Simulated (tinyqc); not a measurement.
X-ray photoelectron analysis of a thin oxide on a semiconductor: attenuation lengths, thickness, angle series and band offsets: one step, computed by the program tinyqc. Command: `OMP_NUM_THREADS=1 python tinyqc.py 3114151 3114152 out.jsonl xps walk`. One thread of a shared host (Intel(R) Xeon(R) Processor @ 2.30GHz), about 0.01 s of CPU time with the checks.

The same element is seen in the oxide and in the substrate, at nearly the same kinetic energy; films are flat and uniform, and the work function is ignored.

Question. Inelastic mean free paths. TPP-2M: lambda = E/(E_p^2 [b ln(c E) - C/E + D/E^2]) in angstrom, E_p = 28.8 sqrt(N_v rho/M), b = -0.10 + 0.944/sqrt(E_p^2 + E_g^2) + 0.069 rho^0.1, c = 0.191/sqrt(rho), U = N_v rho/M, C = 1.97 - 0.91 U, D = 53.4 - 20.8 U, with E = photon energy less binding energy in eV. Attenuation length L = factor x lambda.

Inputs (values chosen for the exercise, modelled on SiO2 on 4H-SiC):

| quantity | value | unit |
|---|---|---|
| photon energy | 2000 | eV |
| binding energy of the core level | 100.5 | eV |
| oxide density | 2.2 | g/cm^3 |
| oxide formula mass | 60.08 | g/mol |
| valence electrons per oxide formula | 16 | - |
| oxide gap | 8.83 | eV |
| substrate density | 3.21 | g/cm^3 |
| substrate formula mass | 40.1 | g/mol |
| valence electrons per substrate formula | 8 | - |
| substrate gap | 3.26 | eV |
| attenuation length over inelastic mean free path | 0.9 | - |

Give: kinetic energy E; the table «Terms» with the columns E_p (eV), b, c, lambda (nm), for layer = oxide, substrate; L in the oxide; L in the substrate.

Answer.

kinetic energy E = 1899.5 eV

Terms:

| layer | E_p (eV) | b | c | lambda (nm) |
|---|---|---|---|---|
| oxide | 22.04 | 0.01441 | 0.1288 | 4.978 |
| substrate | 23.05 | 0.01809 | 0.1066 | 3.750 |

L in the oxide = 4.480 nm

L in the substrate = 3.375 nm
